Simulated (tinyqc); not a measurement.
Six-band Luttinger-Kohn model with strain: sweeps and comparisons. A value that a table varies takes the place of the one given here.

Six-band Luttinger-Kohn model in the basis |3/2,3/2>, |3/2,1/2>, |3/2,-1/2>, |3/2,-3/2>, |1/2,1/2>, |1/2,-1/2>, electron energies, zero at the top of the unstrained valence band. H = -[rows: (P+Q, -S, R, 0, -S/r2, r2 R); (-S*, P-Q, 0, R, -r2 Q, r32 S); (R*, 0, P-Q, S, r32 S*, r2 Q); (0, R*, S*, P+Q, -r2 R*, -S*/r2); (-S*/r2, -r2 Q, r32 S, -r2 R, P+Dso, 0); (r2 R*, r32 S*, r2 Q, -S/r2, 0, P+Dso)], r2 = sqrt(2), r32 = sqrt(3/2). Levels are twofold.

P = c g1 k^2 - av tr(e); Q = c g2 (kx^2 + ky^2 - 2 kz^2) - (b/2)(exx + eyy - 2 ezz); R = c sqrt3 [-g2 (kx^2 - ky^2) + 2i g3 kx ky] + (sqrt3/2) b (exx - eyy) - i d exy; S = 2 c sqrt3 g3 (kx - i ky) kz - d (exz - i eyz); c = hbar^2/2m0, e the strain tensor (not engineering shear).

s11 = (C11 + C12)/((C11 - C12)(C11 + 2 C12)), s12 = -C12/((C11 - C12)(C11 + 2 C12)), s44 = 1/C44; exx = s11 sxx + s12 (syy + szz) and cyclic, exy = s44 sxy/2; tension is positive. A uniaxial stress X along the unit vector n is s_ij = X n_i n_j.

Constants: hbar^2/2m0 = 3.80998211 eV angstrom^2.

Inputs chosen for the exercise (near those of Ge; the results hold for these values, not for the real material): Dso = 0.302 eV (spin-orbit splitting); g1 = 13.23 (Luttinger gamma1); g2 = 4.29 (gamma2); g3 = 5.73 (gamma3); av = 1.28 eV (valence hydrostatic potential); b = -2.64 eV (tetragonal shear potential); d = -5.21 eV (trigonal shear potential); C11 = 121.9 GPa; C12 = 49.6 GPa; C44 = 64.5 GPa; load = uniaxial [110] (kind of stress); X1 = 1.3 GPa (size of the stress); E_h = 20 meV (hole energy below the top); X = -2.07 GPa (stress).

## Sweep of a uniaxial [110] stress

Edges at k = 0 and curvature masses of the top pair along [100] and [001] (step 0.0002 1/angstrom); at zero stress the top is fourfold and has no single curvature.

Edges and masses:

| X (GPa) | top (eV) | second (eV) | third (eV) | splitting (meV) | m [100] | m [001] |
|---|---|---|---|---|---|---|
| -2.10 | 0.0609 | -0.0672 | -0.3322 | 128.2 | 0.060 | 0.164 |
| -1.40 | 0.0376 | -0.0453 | -0.3187 | 82.9 | 0.060 | 0.155 |
| -0.70 | 0.0170 | -0.0229 | -0.3083 | 39.9 | 0.061 | 0.145 |
| 0.00 | 0.0000 | 0.0000 | -0.3020 | 0.0 | - | - |
| 0.70 | 0.0233 | -0.0127 | -0.3005 | 36.1 | 0.101 | 0.050 |
| 1.40 | 0.0471 | -0.0206 | -0.3043 | 67.7 | 0.105 | 0.048 |
| 2.10 | 0.0714 | -0.0234 | -0.3135 | 94.8 | 0.109 | 0.047 |

The splitting reaches 128.2 meV under compression and 94.8 meV under the same tension; linear shear terms alone would make the two equal, and the difference comes from the coupling to the split-off band. At the ends of the sweep the top pair has a mass along [100] of 0.060 under compression and 0.109 under tension, so compression gives the lighter holes along [100]; along [001] it has 0.164 and 0.047. The top edge itself moves by +61 and +71 meV.

## Which stress helps holes along [110]

Each load has size X1 (biaxial: sxx = syy); masses are curvatures of the top pair at k = 0.

Results:

| load | splitting (meV) | top edge (meV) | m [110] | m [001] |
|---|---|---|---|---|
| uniaxial [110], compression | 76.6 | 34.5 | 0.036 | 0.154 |
| uniaxial [110], tension | 63.5 | 43.7 | 0.309 | 0.049 |
| uniaxial [100], compression | 107.4 | 52.4 | 0.061 | 0.145 |
| uniaxial [100], tension | 78.3 | 55.0 | 0.090 | 0.057 |
| uniaxial [111], compression | 66.1 | 28.2 | 0.048 | 0.076 |
| uniaxial [111], tension | 54.0 | 37.8 | 0.133 | 0.076 |
| biaxial (001), compression | 78.3 | 32.4 | 0.057 | 0.215 |
| biaxial (001), tension | 107.4 | 75.0 | 0.145 | 0.039 |

The lightest mass along [110] (0.036) comes with uniaxial [110], compression. The largest splitting (107.4 meV) comes with uniaxial [100], compression; biaxial (001), tension. The heaviest mass along [001] (0.215), which lowers the confinement energy in a (001) channel, comes with biaxial (001), compression. The splitting per GPa follows b (s11 - s12) for loads along cube axes and d s44 for [111]: here 2 |b| (s11 - s12) = 73.0 and |d| s44/sqrt3 = 46.6 meV per GPa in the limit of large Dso; where the splitting nears Dso, mixing with the split-off band makes it depend on the sign of the load.

## Warping of the constant-energy contours (six-band Luttinger-Kohn model)

No strain (e = 0). In the plane kz = 0, |k| where the top and second pairs lie E_h below the top, against the angle from [100]; m = c k^2/E_h.

Contours:

| angle (degrees) | k top (1/angstrom) | k second (1/angstrom) | m top (m0) | m second (m0) |
|---|---|---|---|---|
| 0 | 0.0336 | 0.0157 | 0.215 | 0.047 |
| 9 | 0.0345 | 0.0156 | 0.227 | 0.046 |
| 18 | 0.0372 | 0.0154 | 0.263 | 0.045 |
| 27 | 0.0414 | 0.0152 | 0.327 | 0.044 |
| 36 | 0.0462 | 0.0150 | 0.407 | 0.043 |
| 45 | 0.0487 | 0.0150 | 0.452 | 0.043 |

The heavy contour reaches 1.449 times as far along [110] as along [100], the light one 0.955 times. The warping follows g3 - g2 = 1.44 and would vanish for g2 = g3. Along [100] the heavy mass is 1/(g1 - 2 g2) = 0.215 at any energy, while the light one is 0.0469, against 1/(g1 + 2 g2) = 0.0459 at the edge, for E_h/Dso = 0.07.

## What each parameter does

Edges at k = 0 under a uniaxial [110] stress X and the curvature mass of the top pair along [100] (step 0.0002 1/angstrom). Each row changes one parameter from the base and keeps the others.

Results:

| case | top (eV) | second (eV) | third (eV) | mass (m0) |
|---|---|---|---|---|
| base | 0.0599 | -0.0663 | -0.3316 | 0.060 |
| C12 = 39.68 GPa | 0.0550 | -0.0656 | -0.3308 | 0.060 |
| X = -1.656 GPa | 0.0459 | -0.0533 | -0.3233 | 0.060 |
| g2 = 5.148 | 0.0599 | -0.0663 | -0.3316 | 0.057 |
| g3 = 6.876 | 0.0599 | -0.0663 | -0.3316 | 0.060 |
| Dso = 0.242 eV | 0.0627 | -0.0658 | -0.2749 | 0.059 |
| g1 = 15.876 | 0.0599 | -0.0663 | -0.3316 | 0.051 |
| av = 1.024 eV | 0.0623 | -0.0639 | -0.3292 | 0.060 |

The largest shifts from the base row, up to three for each result and ties (the steps differ in size, so this ranks the rows, not the parameters). top (eV): X -0.0140, C12 -0.0049, Dso +0.0028; unchanged at the printed digits by g2, g3 and g1. second (eV): X +0.0129, av +0.0024, C12 +0.0006; unchanged at the printed digits by g2, g3 and g1. third (eV): Dso +0.0567, X +0.0083, av +0.0024; unchanged at the printed digits by g2, g3 and g1. mass (m0): g1 -0.008, g2 -0.002, Dso -0.000; unchanged at the printed digits by C12, X, g3 and av. The Luttinger parameters multiply k^2 and cannot move the edges; av shifts all edges alike and leaves the mass.

Computed by tinyqc, a small Python program: `OMP_NUM_THREADS=1 python tinyqc.py 1081370 1081371 out.jsonl` (the numbers bound the seed that draws the inputs); one thread of a shared host (Intel(R) Xeon(R) Processor @ 2.30GHz), about 0.06 s for the whole set of steps.
